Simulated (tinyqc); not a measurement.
# Slope factor and drain-induced lowering from three currents

Inverse problem. With source and body at 0 V, I = A exp((Vg + dd Vd)/(nf Vt)) (1 - exp(-Vd/Vt)). Find nf, the swing nf Vt ln 10 and dd.

Inputs (values chosen for the exercise): temperature T = 330 K.

Constants: q = 1.602176634e-19 C, kB = 1.380649e-23 J/K, Vt = kB T/q. Results are converted to the units shown.

currents at (Vg, Vd) = (0, 0.05), (0, 1) and (0.07, 1) V (nA/um): 0.031469012  0.23297742  1.5704713

Answer. The pair at equal Vd gives nf; the pair at equal Vg, after dividing out the factors 1 - exp(-Vd/Vt), gives dd.

nf = 1.29
swing = 84.5 mV/decade
dd = 0.0700

Numbers from tinyqc (`OMP_NUM_THREADS=1 python tinyqc.py 2242057 2242058 out.jsonl`; about 0.03 s on one thread of a shared Intel Xeon 2.30GHz).
